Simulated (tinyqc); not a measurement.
Worked calculation: lattice vibrations of a chain. Computed by tinyqc, a small Python program that keeps every step. Command: `OMP_NUM_THREADS=1 python tinyqc.py 31101 31102 out.jsonl` (the two numbers bound the seeds that draw the settings). One thread of a shared host (Intel(R) Xeon(R) Processor @ 2.60GHz), about 0.01 s of CPU time with the checks.

## Dynamical matrix at q = 0.4

A chain moving along its axis:
```
atom  mass (u)  spring to the next atom (eV/angstrom^2)
1       7.0000                                  12.7000
2      30.7000                                  11.8000
```

q is in units of 2 pi/a. A spring k from atom i to atom j, n cells on, adds k to Phi_ii and Phi_jj, -k exp(2 pi i q n) to Phi_ij and the conjugate to Phi_ji (for one atom a cell: 2k (1 - cos 2 pi q n)); D_ij = Phi_ij / sqrt(m_i m_j).

D(q) (eV/(angstrom^2 u)):
```
                 1                2
1           3.5000  -0.2151+0.4731i
2  -0.2151-0.4731i           0.7980
```

## Frequencies

omega^2 are the eigenvalues; wavenumber = 521.4708 sqrt(eigenvalue) 1/cm.

eigenvalues: 0.7015  3.5965

wavenumbers (1/cm): 436.8  988.9

weights |e|^2 of the mass-weighted modes:
```
        mode 1  mode 2
atom 1  0.0333  0.9667
atom 2  0.9667  0.0333
```

## Dispersion and heat capacity

C/k_B per atom = mean over q = (j + 1/2)/80, j = 0..39 and all branches of y^2 e^y/(e^y - 1)^2, y = hc wavenumber / k_B T.

Wavenumbers (1/cm):
```
q       branch 1   branch 2
0.0000    0.0000  1081.0992
0.0625   82.1947  1077.9701
0.1250  162.6141  1068.7994
0.1875  239.3314  1054.2750
0.2500  310.0814  1035.6761
0.3125  372.0168  1015.0758
0.3750  421.4655   995.5613
0.4375  453.9953   981.1543
0.5000  465.4405   975.7769
```

Heat capacity:
```
T (K)  C/k_B per atom
20             0.0347
50             0.0881
100            0.1869
200            0.3624
300            0.5059
600            0.7840
1200           0.9347
```

zero-point energy per atom = 40.8310 meV
